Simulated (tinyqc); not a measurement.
Configuration-coordinate model of a defect: Huang-Rhys factor and luminescence line shape. Inputs raised by 2 %, one at a time. Computed by tinyqc, a small Python program. Command: `OMP_NUM_THREADS=1 python tinyqc.py 3024877 3024878 out.jsonl ccline sens`. One thread of a shared host (Intel(R) Xeon(R) Processor @ 2.30GHz), about 0.06 s of CPU time with the checks.

Ground state E_g(Q) = (1/2) omega_g^2 Q^2; excited state E_e(Q) = E_0 + (1/2) omega_e^2 (Q - dQ)^2 with omega_e = omega_g and E_0 = E_ZPL. Q is mass-weighted; the dipole does not depend on Q (Condon approximation).

Inputs (values chosen for the exercise, for a model defect):
```
quantity,value,unit
zero-phonon energy E_ZPL,0.655,eV
displacement dQ,1.74,u^(1/2) angstrom
ground-state phonon hbar omega_g,15.5,meV
temperature T,200,K
refractive index n_r,3.27,-
transition dipole mu,2,e angstrom
quenching prefactor nu_0,1e+12,1/s
```

Modes: equal frequencies in both states.

Constants: hbar^2/u = 4.18015928e-03 eV angstrom^2; k_B = 8.617333262e-05 eV/K; hbar = 6.582119569e-16 eV s; e = 1.602176634e-19 C; eps_0 = 8.8541878128e-12 F/m; hbar = 1.054571817e-34 J s; c = 299792458 m/s.

Method:
- S = hbar omega dQ^2/(2 hbar^2/u) for each state; relaxation energy S hbar omega; absorption at E_0 + S_e hbar omega_e, emission at E_0 - S_g hbar omega_g; the Stokes shift is their difference.
- Overlaps <m_e|n_g> of harmonic-oscillator functions (Hermite recursion, positive leading coefficients) by a sum over an even grid (700 points from x = -9 to 9 + d for the small table, 1500 points from -16 to 16 + d for the thermal sums), with x = Q sqrt(omega_g/hbar), d = sqrt(2 S_g) and frequency ratio omega_e/omega_g.
- Initial levels m = 0..24 carry Boltzmann weights exp(-m hbar omega_e/k_B T), normalised; final levels n = 0..79; a line lies at E_ZPL + m hbar omega_e - n hbar omega_g with weight w_m <m|n>^2. Moments are taken over these weights without the E^3 factor; FWHM = 2 sqrt(2 ln 2) x standard deviation; the zero-phonon weight is the sum of w_m <m|m>^2.
- The curves cross at the root Q_c nearest dQ; the barrier is (1/2) omega_e^2 (Q_c - dQ)^2, with (1/2) omega^2 = (hbar omega)^2/(2 hbar^2/u). k_r = n_r omega^3 mu^2/(3 pi eps_0 hbar c^3) at the vertical emission energy, without local-field correction; k_nr = nu_0 exp(-barrier/k_B T) (Mott-Seitz); yield = k_r/(k_r + k_nr); T_1/2 = barrier/(k_B ln(nu_0/k_r)).

Runs:
```
input moved,from,to,Stokes shift (eV),FWHM from the second moment (eV),zero-phonon weight,quenching temperature T_1/2 (K)
base run,-,-,0.1740,0.1332,0.03355,926.8
displacement dQ (u^(1/2) angstrom),1.74,1.7748,0.1810,0.1358,0.03127,878.4
ground-state phonon hbar omega_g (meV),15.5,15.81,0.1810,0.1360,0.03196,878.4
zero-phonon energy E_ZPL (eV),0.655,0.6681,0.1740,0.1332,0.03355,975.8
temperature T (K),200,204,0.1740,0.1343,0.03398,926.8
transition dipole mu (e angstrom),2,2.04,0.1740,0.1332,0.03355,930.0
refractive index n_r,3.27,3.3354,0.1740,0.1332,0.03355,928.4
```

Exponents ln(y'/y) / ln(x'/x):
```
input,Stokes shift,FWHM from the second moment,zero-phonon weight,quenching temperature T_1/2
displacement dQ,2,1.000,-3.554,-2.708
ground-state phonon hbar omega_g,2,1.063,-2.454,-2.708
zero-phonon energy E_ZPL,0,0.000,0.000,2.601
temperature T,0,0.440,0.645,0.000
transition dipole mu,0,0.000,0.000,0.173
refractive index n_r,0,0.000,0.000,0.086
```

Which inputs matter most for each result?

Among the inputs moved here: Stokes shift answers most in size to displacement dQ (exponent +2.000), and about equally to ground-state phonon hbar omega_g (+2.000); its exponent is below 0.0005 for zero-phonon energy E_ZPL, temperature T, transition dipole mu, refractive index n_r. Its exponent +2.000 in displacement dQ: relaxation energies go as omega^2 dQ^2. FWHM from the second moment answers most in size to ground-state phonon hbar omega_g (exponent +1.063), next to displacement dQ (+1.000); its exponent is below 0.0005 for zero-phonon energy E_ZPL, transition dipole mu, refractive index n_r. Its exponent +1.000 in displacement dQ: the width goes as sqrt(S). Zero-phonon weight answers most in size to displacement dQ (exponent -3.554), next to ground-state phonon hbar omega_g (-2.454); its exponent is below 0.0005 for zero-phonon energy E_ZPL, transition dipole mu, refractive index n_r. Quenching temperature T_1/2 answers most in size to displacement dQ (exponent -2.708), and about equally to ground-state phonon hbar omega_g (-2.708); its exponent is below 0.0005 for temperature T.

Caution (all rows): the curves cross far outside the range of the harmonic model, so the barrier and T_1/2 have no quantitative meaning.

Extremes, crossings and ranges named in words are read from the listed rows.
